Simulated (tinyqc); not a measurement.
Tight binding, dimerised chain, step by step. One step of it, computed by the program tinyqc.

Problem. Levels at X. Diagonalise the Hermitian matrix.

H(k) at X (eV), order A, B:
$$\begin{pmatrix}
0.000000 & -0.980000 \\
-0.980000 & 0.000000
\end{pmatrix}$$

Give: eigenvalues; weights |c|^2 of the basis functions.

Solution.

eigenvalues (eV): [-0.9800, 0.9800]

weights |c|^2 of the basis functions, order A, B:
$$\begin{pmatrix}
0.5000 & 0.5000 \\
0.5000 & 0.5000
\end{pmatrix}$$
